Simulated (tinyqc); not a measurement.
Arrhenius plot: admittance spectroscopy and thermally stimulated current of one trap level in a depletion layer. Computed by tinyqc, a small Python program. Command: `OMP_NUM_THREADS=1 python tinyqc.py 3110986 3110987 out.jsonl admit walk`. One thread of a shared host (Intel(R) Xeon(R) Processor @ 2.30GHz), about 0.01 s of CPU time with the checks.

A Schottky junction on n-type material holds one donor-like electron trap; shallow donors are fully ionised and abrupt depletion edges are assumed.

Inputs (values chosen for the exercise, modelled on n-type germanium):
```
quantity                         value    unit
density-of-states mass m         0.563     m_0
shallow doping N               2.6e+16  1/cm^3
trap depth E_t below the band    0.165      eV
capture cross section sigma      6e-15    cm^2
test frequency f                300000      Hz
```

Constants: k_B = 1.380649e-23 J/K; m_0 = 9.1093837015e-31 kg; h = 6.62607015e-34 J s; k_B = 8.617333262e-05 eV/K.

Method:
- N_c = 2 (2 pi m k_B T/h^2)^(3/2), v_th = sqrt(3 k_B T/m), emission rate e_n = sigma v_th N_c exp(-E_t/(k_B T)).
- Where the level crosses the Fermi level capture equals emission, so the trap follows the signal with the rate 2 e_n; G/omega peaks at omega = 2 e_n (the correction for large N_t/N is left out).
- Solve 2 e_n(T_p) = 2 pi f.
- T_p for 0.1, 0.3, 1, 3 and 10 f; least-squares lines of ln(e_n/T^2) and of ln(e_n) against 1/(k_B T), e_n = pi f; sigma = exp(intercept)/(v_th N_c/T^2).

peak temperature T_p = 152.964 K

Peaks:
```
f (Hz)    T_p (K)  1/(k_B T) (1/eV)  ln(e_n/T^2)  ln(e_n)
3.00e+04   131.84            88.018       1.6905   11.454
9.00e+04   141.19            82.190       2.6521   12.552
3.00e+05   152.96            75.864       3.6959   13.756
9.00e+05   165.41            70.154       4.6380   14.855
3.00e+06   181.39            63.975       5.6575   16.059
```

depth from e_n/T^2 = 0.165 eV

cross section from the intercept = 6.00e-15 cm^2

depth without the T^2 = 0.19150 eV

Leaving out T^2 adds 26 meV, near 2 k_B T_p = 26 meV.

Extremes, crossings and ranges named in words are read from the listed rows.
